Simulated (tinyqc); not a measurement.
# Metal-interlayer-semiconductor contact, depinning against tunnelling resistance, step by step

Program tinyqc, `OMP_NUM_THREADS=1 python tinyqc.py 2270064 2270065 out.jsonl`; Intel Xeon 2.30GHz, shared host, one thread, about 0.03 s. Printed values are rounded.

Zero bias, n-type semiconductor. Gap states at the semiconductor surface thin out as exp(-be ti), which unpins the barrier; electrons must then cross the interlayer (a rectangular barrier, no voltage drop across it) and the parabolic depleted layer, both by WKB. Energies E are counted from the Fermi level; no image force, parabolic bands.

Values chosen for this exercise; semiconductor values close to those of germanium; interlayer mass of the order of that in hafnium oxide, offset chosen freely: temperature T = 250 K; band gap Eg = 0.634 eV; relative permittivity eps_r = 15.6; electron affinity chi = 4.02 eV; conduction-band density of states at T Nc = 7.91e18 cm^-3; tunnelling mass in the semiconductor mt = 0.12 m0; Richardson mass mA = 1.12 m0; donor density Nd = 1.1e18 cm^-3; charge-neutrality level above the valence band E0 = 0.093 eV; pinning factor without interlayer S0 = 0.049; metal work function phiM = 4.44 eV; interlayer thickness ti = 0.5 nm; conduction-band offset of the interlayer above the semiconductor dE = 1.64 eV; tunnelling mass in the interlayer mi = 0.2 m0; decay constant of gap states through the interlayer be = 4.3 1/nm.

Constants: q = 1.602176634e-19 C, kB = 1.380649e-23 J/K, eps0 = 8.8541878128e-12 F/m, hbar = 1.054571817e-34 J s, h = 6.62607015e-34 J s, m0 = 9.1093837015e-31 kg, Vt = kB T/q, hbar^2/(2 m0) = 0.0380998212 eV nm^2. Results are converted to the units shown.

## Pinning, barrier and scales

S = 1/(1 + (1/S0 - 1) exp(-be ti)); phiB = S (phiM - chi) + (1 - S)(Eg - E0); xi = Ec - EF deep inside, from Nd = Nc F(-xi/Vt), F(x) = (2/sqrt(pi)) int_0^infinity sqrt(u) du/(1 + exp(u - x)); band bending U = phiB - xi; E00 = (hbar/2) sqrt(Nd/(eps0 eps_r mt m0)) in volts; A = 4 pi q mA m0 kB^2/h^3.

S = 0.306679
phiB = 0.503892 eV
xi = 0.0414439 eV
U = 0.462448 eV
E00 = 0.0142322 eV
A = 134.594 A/(cm^2 K^2)

The interlayer moves the barrier from 0.535 eV to 0.504 eV; the unpinned limit is phiM - chi = 0.420 eV. E00/Vt = 0.661: by the usual rule of thumb (0.5 to 5) thermionic-field emission.

## Exponents and integrand on an energy grid

E, point 0 to 16 (eV): [0.1, 0.1275, 0.155, 0.1825, 0.21, 0.2375, 0.265, 0.2925, 0.32, 0.3475, 0.375, 0.4025, 0.43, 0.4575, 0.485, 0.5125, 0.54]

With U = phiB - xi: for xi < E < phiB, y = (E - xi)/U and G1 = (U/E00) [sqrt(1 - y) - y ln((1 + sqrt(1 - y))/sqrt(y))], G1 = 0 above phiB; G2 = 2 ti sqrt(mi max(phiB + dE - E, 0)/C), C = hbar^2/(2 m0); f = 1/(1 + exp(E/Vt)); integrand exp(-G1 - G2) f.

G1, point 0 to 16: [23.4002, 20.3427, 17.6329, 15.1948, 12.9839, 10.9714, 9.1380, 7.4704, 5.9595, 4.6001, 3.3904, 2.3319, 1.4311, 0.7027, 0.1804, 0.0000, 0.0000]
G2, point 0 to 16: [3.27554, 3.25343, 3.23116, 3.20875, 3.18618, 3.16344, 3.14054, 3.11747, 3.09423, 3.07082, 3.04722, 3.02344, 2.99947, 2.97531, 2.95095, 2.92639, 2.90162]
f, point 0 to 16: [0.00954821, 0.00268254, 7.49914e-4, 2.09349e-4, 5.84199e-5, 1.63006e-5, 4.54813e-6, 1.26899e-6, 3.54066e-7, 9.87889e-8, 2.75634e-8, 7.69055e-9, 2.14576e-9, 5.98695e-10, 1.67044e-10, 4.66074e-11, 1.30041e-11]
integrand, point 0 to 16 (in units of 1e-11): [0.00248, 0.01517, 0.06514, 0.21297, 0.55462, 1.18441, 2.11500, 3.20053, 4.14096, 4.60521, 4.41082, 3.63227, 2.55506, 1.51305, 0.72933, 0.24977, 0.07144]

## Contact resistivity

1/rho_c = (A T^2/Vt^2) I, with I the trapezoid sum of the integrand over the grid.

I = 8.03585e-12 eV
rho_c = 6.8658 ohm cm^2

A fine grid from xi upwards gives rho_c = 6.850 ohm cm^2; the coarse value is 0.23 % above it. The integrand peaks at E = 0.35 eV, and 1.0 % of the current flows above phiB. Tunnelling through the interlayer costs a factor of 21.5 at this barrier height; the bare contact (ti = 0) has rho_c = 1.09 ohm cm^2, so with the interlayer rho_c is 6.26 times that.
